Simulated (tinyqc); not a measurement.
From folded lines to real minibands: band folding and unfolding in a supercell of a chain.

A chain with hopping -t and n = 3 sites a supercell. H(K) has v_j on the diagonal, -t between neighbours and -t exp(2 pi i K) on the bond that closes the cell (from the last site to the first of the next cell). The point K holds the n wave vectors k_m = (K + m)/n of the primitive zone, in 2 pi/a, m = 0 to n - 1, with E0 = -2t cos(2 pi k_m). The unfolding weight of a state c on k_m is |sum_j c_j exp(-2 pi i k_m j)|^2/n, j = 0 to n - 1.

Parameters, chosen for this exercise: t = 1.93 eV (hopping); v = (1.78, 0, 0) eV (site energies in the supercell); Kq = 0.14 2 pi/(n a) (wave vector in the small zone).

The potential is scaled by x. For the lowest level at K: energy, second-order estimate E0(k_0) + x V_0 - x^2 sum_m |V_m|^2/(E0(k_m) - E0(k_0)), weight on k_0, and width of the lowest miniband between K = 0 and 1/2.

Lowest level:
```
x      E (eV)  second order (eV)  weight on k_0  miniband width (eV)
0.00  -3.6953            -3.6953          1.000               1.9300
0.25  -3.5549            -3.5551          0.999               1.7891
0.50  -3.4295            -3.4313          0.994               1.6621
1.00  -3.2180            -3.2329          0.981               1.4451
1.50  -3.0495            -3.1000          0.962               1.2693
2.00  -2.9144            -3.0326          0.943               1.1260
3.00  -2.7155            -3.0943          0.904               0.9107
4.00  -2.5789            -3.4180          0.872               0.7595
```

What can be read from this table?

Second order is -15.0 meV off at x = 1 and -379 meV at x = 3. The weight on the parent k falls to 0.98 at x = 1 and 0.87 at x = 4, and the miniband narrows from 1.930 to 0.759 eV as the state gathers on the low sites. While the weight stays near one the primitive band is still the right picture and the folded copies carry little spectral weight.

Run: tinyqc, `OMP_NUM_THREADS=1 python tinyqc.py 1481595 1481596 out.jsonl`; Intel(R) Xeon(R) Processor @ 2.30GHz, one thread, shared host; about 0.01 s of CPU time with all checks.
